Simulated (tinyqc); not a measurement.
Worked calculation: temperature and isotope dependence of a band gap in oscillator models. Values are carried at full precision from step to step, so a last printed digit may differ when a step is redone from the rounded ones.

E(T) = E0 - sum_i sl_i th_i n_i(T), n = 1/(exp(th/T) - 1). The same coupling lowers the gap at 0 K by the zero-point term ZP = sum_i sl_i th_i/2, so the gap of the static lattice is E0 + ZP. Thermal expansion is taken as part of the slopes.

Inputs chosen for the exercise (near those of Ge; shifted at random, so the results belong to these values and not to a real crystal): E0 = 0.744 eV (gap at 0 K); th = (81, 342) K (temperatures of two oscillators); sl = (0.0675, 0.3295) meV/K (their high-temperature slopes); T = 200 K (temperature); M = 72.57 u (mean atomic mass); dM = 2.2 u (change of the mean mass (not bounded by the natural isotopes)); T12 = (190, 460) K (temperatures of the fits).

## The gap at T

Give the occupations, the two terms, the gap, ZP and the static gap.

n_i: 2.00279  0.22080

terms (meV): 10.950  24.882

E(T) = 0.7082 eV
ZP = 59.08 meV
static gap = 0.8031 eV

The thermal fall, 35.8 meV, is smaller than the zero-point term, 59.1 meV; the soft oscillator supplies 31 % of the fall but 5 % of ZP. A calculation with clamped ions should be compared with the static gap.

## Slope and asymptote

dE/dT = -sum sl_i (th_i/T)^2 n_i (1 + n_i). At high T, n -> T/th - 1/2, so E -> E0 + ZP - (sum sl_i) T. Give the slope, its ratio to the limit, and the value at 0 K of the tangent drawn at T.

dE/dT = -0.3263 meV/K
ratio to the limiting slope = 0.8219
intercept of the tangent = 0.7734 eV
intercept - E0 = 29.43 meV

The tangent recovers 50 % of ZP: the extrapolation works only from T well above the higher oscillator (342 K).

## Isotope effect

With M -> M + dM the oscillator temperatures scale as M^(-1/2) and the slopes stay. Give th, ZP, E0 (static gap fixed) and E(T) for the new mass, and the linear rule dE0 = ZP dM/(2 M).

th (K): 79.80  336.93

ZP = 58.203 meV
shift of E0 = 0.876 meV
linear rule = 0.895 meV
shift of E(T) = 0.437 meV

The heavier crystal has the wider gap. At 200 K 50 % of the shift at 0 K is left; it fades at high T, where the motion is classical and the mean-square amplitude no longer depends on mass.

## Two common fits

Two-parameter forms are made to pass through the falls at the two temperatures T12: Varshni aV T^2/(T + bV), from the line T^2/fall = (T + bV)/aV; one oscillator s1 t1/(exp(t1/T) - 1), with t1 from the ratio of the falls.

Give the falls and the parameters.

falls (meV): 32.6011  130.5403

aV = 0.5257 meV/K
bV = 392 K
t1 = 278.6 K
s1 = 0.3901 meV/K
ZP of the one-oscillator fit = 54.3 meV

The limiting slope of the model is 0.3970 meV/K; Varshni puts it +32 % off and one oscillator -2 %. The ZP of the fit differs from the true one by -4.7 meV.

## Checks

- Slope by finite differences against the formula (meV/K): both 0.32630.
- Fall at 20 times the higher oscillator temperature against the asymptote (meV): 2656.9 against 2656.4.

Program tinyqc; command `OMP_NUM_THREADS=1 python tinyqc.py 1880331 1880332 out.jsonl`; about 0.01 s on one thread of a shared Intel(R) Xeon(R) Processor @ 2.30GHz.
